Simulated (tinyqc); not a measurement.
Anneal temperature: kinetics of strain relaxation and threading dislocations in mismatched semiconductor layers. Computed by tinyqc, a small Python program. Command: `OMP_NUM_THREADS=1 python tinyqc.py 3020337 3020338 out.jsonl threading walk`. One thread of a shared host (Intel(R) Xeon(R) Processor @ 2.30GHz), about 0.01 s of CPU time with the checks.

60-degree dislocations on {111} planes of a (001) layer, isotropic elasticity. The Schmid factor is 1/sqrt(6), and a misfit segment relieves strain with b/2.

Inputs (values chosen for the exercise, modelled on Si(0.7)Ge(0.3) on Si):
```
quantity                        value         unit
misfit f                        0.012            -
shear modulus G                  64.5          GPa
Poisson ratio nu                 0.27            -
Burgers vector b                 3.89     angstrom
glide activation energy Q        1.95           eV
velocity prefactor v0           23000  m/s per MPa
layer thickness h                  36           nm
anneal temperature T              833            K
anneal time t                     640            s
initial thread density rho_0   100000       1/cm^2
multiplication constant delta   30000          1/m
```

Sources: fixed density of threads.

Constants: k_B = 8.617333262e-05 eV/K.

Method:
- Excess resolved stress tau = (1/sqrt 6) [2 G (1 + nu)/(1 - nu)] (e - e_eq), e_eq = b (1 - nu/4) [ln(h/b) + 1]/(4 pi (1 + nu) h), the Matthews-Blakeslee strain of an uncapped layer; glide velocity v = v0 tau exp(-Q/(k_B T)), tau in MPa.
- Threads run in two directions, so de/dt = -(b/4) rho v, with rho fixed. With x = e - e_eq, x0 = f - e_eq (fully strained at t = 0) and v = m S x (m the mobility, S x = tau): x = x0 exp(-t/t_r), t_r = 4/(b rho_0 m S).
- The half time is that at which x = x0/2.

half time = 2123.31 s

excess stress tau = 779.694 MPa

equilibrium strain e_eq = 0.00349001

After the time t:
```
T (K)  first velocity (micrometre/s)  relieved (%)  threads (1/cm^2)  half time (s)
740                       9.4006e-01         0.685            100000     6.4522e+04
771                       3.2146e+00         2.324            100000     1.8868e+04
807                       1.1906e+01         8.339            100000     5.0947e+03
836                       3.1491e+01        20.572            100000     1.9261e+03
871                       9.3447e+01        49.513            100000     6.4908e+02
895                       1.8756e+02        74.633            100000     3.2340e+02
929                       4.7315e+02        96.859            100000     1.2819e+02
985                       1.8898e+03       100.000            100000     3.2095e+01
```

What does the comparison show, and why?

The half time follows exp(Q/(k_B T)), a decade for each 77 K near 871 K. Relief goes from 21 % at 836 K to 74.6 % at 895 K: with a fixed density the onset is gradual, and more threads relax the layer sooner. Caution: rows with more than 50 % relieved leave out blocking by crossing misfit lines, which slows real layers.

Extremes, crossings and ranges named in words are read from the listed rows.
